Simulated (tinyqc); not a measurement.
Trap in a gate oxide as a short-range spherical well: one step. The bound level. Two cases, with inputs chosen for the exercise.

Problem. Solve for Et; the share outside is [sin^2(kR)/(2 kappa)]/[sin^2(kR)/(2 kappa) + R/2 - sin(2kR)/(4k)].

A spherical well of radius R and depth V0 below the conduction edge, one mass m, c = hbar^2/2m0. The s level at binding Et solves k cot(k R) = -kappa with k = sqrt(m (V0 - Et)/c), kappa = sqrt(m Et/c); it exists for V0 > Vc = c (pi/2R)^2/m. Outside, psi falls as exp(-kappa r)/r.

Constants: hbar^2/2m0 = 3.80998211 eV angstrom^2.

Case 1.

Values chosen (out of a larger set: near those of HfO2 on Si; not measured data): R = 3.6 angstrom (radius of the well); V0 = 7.22 eV (depth of the well); m = 0.195 m0 (mass).

Case 2.

Values chosen (out of a larger set: near those of SiO2 on 4H SiC; not measured data): R = 4.1 angstrom (radius of the well); V0 = 4.81 eV (depth of the well); m = 0.472 m0 (mass).

Give: Et; k; kappa; share outside; Vc.

Solution.

Case 1.

Et = 1.2215 eV
k = 0.5541 1/angstrom
kappa = 0.2500 1/angstrom
share outside = 0.437
Vc = 3.720 eV

The well is 1.94 times the critical depth. Since dEt/dV0 equals the share inside, 0.56, a 1 % change of V0 moves Et by 3.3 %. The decay length is 4.0 angstrom, 1.1 times R.

Case 2.

Et = 2.2272 eV
k = 0.5657 1/angstrom
kappa = 0.5253 1/angstrom
share outside = 0.170
Vc = 1.185 eV

The well is 4.06 times the critical depth. Since dEt/dV0 equals the share inside, 0.83, a 1 % change of V0 moves Et by 1.8 %. The decay length is 1.9 angstrom, 0.5 times R.

Computed by tinyqc, one run a case: `OMP_NUM_THREADS=1 python tinyqc.py N N+1 out.jsonl` with N = 1282462, 1282545; one thread of a shared Intel(R) Xeon(R) Processor @ 2.30GHz, about 0.01 s a run at most.
